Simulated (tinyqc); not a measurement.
# Changing the pyrometer wavelength

Model: rapid thermal processing of a wafer: radiative balance, ramp and cooling, pattern effects, pyrometer error and spike budget. Computed by tinyqc, a small Python program. Command: `OMP_NUM_THREADS=1 python tinyqc.py 3111674 3111675 out.jsonl rtp sweep`. One thread of a shared host (Intel(R) Xeon(R) Processor @ 2.30GHz), about 0.04 s of CPU time with the checks.

The wafer is opaque and uniform through its thickness unless said otherwise; temperatures in formulas are in kelvin (C + 273.15). sigma = 5.670374419e-12 W/(cm^2 K^4).

Inputs (values chosen for the exercise, modelled on a hot silicon wafer):
```
quantity                              value  unit
process temperature                    1000     C
starting temperature                    550     C
error of the assumed emissivity         2.1     %
activation energy of the process E_a      2    eV
```

Constants: h = 6.62607015e-34 J s; c = 299792458 m/s; k_B = 1.380649e-23 J/K; k_B = 8.617333262e-05 eV/K.

Method. Signal proportional to eps/(exp(c2/(lambda T)) - 1), c2 = h c/k_B. If the assumed emissivity is too high by the given error, the reading T' solves (1 + error)/(exp(c2/(lambda T')) - 1) = 1/(exp(c2/(lambda T)) - 1). Wien estimate: T' - T = -lambda T^2 ln(1 + error)/c2. Process rates go as exp(-E_a/(k_B T)).

One run for each value; columns: (1) pyrometer wavelength (micrometre); (2) reading less true temperature (K); (3) Wien estimate (K); (4) c2/(lambda T); (5) rate at T over rate at T', less 1 (%):
```
(1)       (2)      (3)     (4)     (5)
0.6    -1.403   -1.405  18.835   2.032
0.9    -2.104   -2.107  12.557   3.063
1.3    -3.036   -3.044   8.693   4.454
2.0    -4.649   -4.683   5.650   6.910
4.5    -9.616  -10.536   2.511  14.882
6.7   -12.680  -15.687   1.687  20.127
10.0  -15.708  -23.413   1.130  25.573
```

Give the missing row, pyrometer wavelength (micrometre) = 3.0.

Computed row; columns: (1) pyrometer wavelength (micrometre); (2) reading less true temperature (K); (3) Wien estimate (K); (4) c2/(lambda T); (5) rate at T over rate at T', less 1 (%):
```
(1)     (2)     (3)    (4)     (5)
3.0  -6.826  -7.024  3.767  10.326
```

Interpolating between the two neighbouring rows (the first column on a logarithmic scale, the others too where they are positive) misses most in Wien estimate (K), by 8.3 %. Over the rows, reading less true temperature (K) falls from -1.40 to -15.7 (exponent d ln y / d ln x 1.00 between the first rows and 0.53 between the last); Wien estimate (K) falls from -1.40 to -23.4 (exponent d ln y / d ln x about 1.0 throughout); c2/(lambda T) falls from 18.8 to 1.13 (exponent d ln y / d ln x about -1.00 throughout). At the low end the exponent of reading less true temperature is 1.00, close to 1: the Wien limit.

Caution (rows 1.30, 2.00, 3.00, 4.50, 6.70, 10.0): below about 600 C lightly doped silicon is partly transparent at this wavelength, so its emissivity is not yet the hot value early in the ramp.
